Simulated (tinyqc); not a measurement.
Inside a calculation. Model: CMOS latch-up, two-transistor model.

Program tinyqc, `OMP_NUM_THREADS=1 python tinyqc.py 2670113 2670114 out.jsonl`; Intel Xeon 2.30GHz, shared host, one thread, about 0.06 s. Printed values are rounded.

A parasitic pnp (emitter at Vdd, base shunted by Rw) and npn (emitter at ground, base shunted by Rs) feed each other: the npn collector current flows out of the pnp base node, the pnp collector current into the npn base node. Forward-active transistors with constant gains: Icn = Isn exp(Vn/Vt), Icp = Isp (exp(Vp/Vt) - 1). A current Ii is injected into the npn base node.

Inputs (values chosen for the exercise); values close to those of bulk CMOS: temperature T = 300 K; current gain of the npn bn = 13.8; current gain of the pnp bp = 3.7; saturation current of the npn at T Isn = 3e-16 A; saturation current of the pnp at T Isp = 4.7e-15 A; substrate resistance shunting the npn Rs = 980 ohm; well resistance shunting the pnp Rw = 490 ohm; resistance from the pnp collector to the npn base R2 = 92 ohm; base-emitter voltage in the on state Von = 0.8 V; saturation voltage Vsat = 0.07 V; supply voltage Vdd = 2.5 V; current injected into the substrate Ii = 0.656 mA.

Constants: q = 1.602176634e-19 C, kB = 1.380649e-23 J/K, Vt = kB T/q. Results are converted to the units shown.

## Holding current and voltage

On state with both base-emitter voltages at Von: npn base current Ib = (Von/Rs + bp Von/Rw)/(bn bp - 1), holding current Ih = (bn + 1) Ib + Von/Rs, holding voltage Vh = Vsat + Von + R2 (Ib + Von/Rs).

bn bp = 51.06
Ib = 0.1369785 mA
Ih = 2.843608 mA
Vh = 0.9577041 V

Vh is below Vdd = 2.5 V, so the supply can sustain a latched state.

## The off branch

Vn, point 0 to 7 (V): [0.548, 0.628, 0.678, 0.708, 0.728, 0.748, 0.763, 0.778]

Node equations: Vp/Rw + Icp/bp = Icn and Vn/Rs + Icn/bn = Icp + Ii. Loop gain G = gn gp/[(1/Rw + gp/bp)(1/Rs + gn/bn)], gn = Icn/Vt, gp = (Icp + Isp)/Vt; the off state ends where G = 1, and Ii there is the trigger current. For each Vn: Icn, then Vp from the first equation, then Ii from the second.

Icn, point 0 to 7 (mA): [4.8208e-4, 0.010643, 0.073624, 0.23496, 0.50931, 1.1040, 1.9722, 3.5233]
Vp, point 0 to 7 (V): [2.3622e-4, 0.0052150, 0.036076, 0.11513, 0.24956, 0.54022, 0.69304, 0.72657]
Icp, point 0 to 7 (mA): [4.3142e-14, 1.0505e-12, 1.4273e-11, 3.9915e-10, 7.3204e-8, 0.0055895, 2.0641, 7.5498]
Ii, point 0 to 7 (mA): [0.55922, 0.64159, 0.69717, 0.73948, 0.77976, 0.83768, -1.1426, -6.5006]
G, point 0 to 7: [1.6407e-12, 4.2725e-11, 8.3485e-10, 4.1435e-8, 1.1167e-5, 1.0689, 39.379, 45.112]

Ii peaks at 0.8377 mA, at Vn = 0.7479 V where G = 1; beyond it the loop feeds itself.

## Iteration 1: response to the injected current, once round the loop per iteration

Vn at the start = 0.6 V

Icn = Isn exp(Vn/Vt); Vp solves Vp/Rw + Icp/bp = Icn; Vn(new) solves Vn/Rs + (Isn/bn) exp(Vn/Vt) = Icp + Ii.

Icn = 0.003603111 mA
Vp = 0.001765524 V
Icp = 3.321938e-13 mA
Vn after iteration 1 = 0.6416009 V

## Course of the iteration: response to the injected current, once round the loop per iteration

Stop when Vn changes by less than 1e-9 V, or after 150 iterations. Vn must stay below 1.1 V.

Course of the iteration:
```
iteration     Vn (V)  |change| (V)
1          0.6416009        0.0416
2          0.6416009      1.48e-12
```

Converged in 2 iterations. The change falls from 0.042 in the first iteration to below the tolerance in the last. An off state exists, since Ii is below the trigger current, the largest Ii that the node equations allow, 0.8377 mA.
